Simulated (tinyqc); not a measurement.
## Crystallisation kinetics and data retention of a phase-change cell: retention against temperature

Johnson-Mehl-Avrami-Kolmogorov law X = 1 - exp(-y^n), y = integral of k dt, k = (1/100 s) exp[-(Ec q/kB)(1/T - 1/T1)].

At fixed T the state fails at t = (-ln(1 - Xf))^(1/n)/k; ten years are 3.15576e8 s.

Inputs (values chosen for the exercise); values of the order of Ge-Sb-Te and related chalcogenides: activation energy of crystallisation Ec = 2.24 eV; temperature at which the rate k is 1/(100 s) T1 = 427 K; Avrami exponent n = 2; crystalline share at which the state is lost Xf = 0.4.

Constants: q = 1.602176634e-19 C, kB = 1.380649e-23 J/K. Results are converted to the units shown.

Results:
```
T (K),k (1/s),time to fail (s)
316,5.166e-12,1.383e11
333,3.443e-10,2.076e9
349,1.234e-8,5.794e7
365,3.229e-7,2.213e6
382,7.683e-6,9.302e4
398,1.185e-4,6033
414,0.001478,483.4
447,0.1524,4.691
```

Estimate the missing row, T = 431 K.

Computed row:
```
T (K),k (1/s),time to fail (s)
431,0.01759,40.62
```

With this row back in the table: The time to fail falls from 1.38e11 to 4.69 s, a decade every 9.32 K at the cold end; ten years need T below 341.2 K.

Range of the model: One Arrhenius rate is assumed; incubation, growth from the boundary and the non-Arrhenius kinetics of the supercooled liquid are left out.

Program tinyqc, `OMP_NUM_THREADS=1 python tinyqc.py 2490063 2490064 out.jsonl`; Intel Xeon 2.30GHz, shared host, one thread, about 0.02 s.
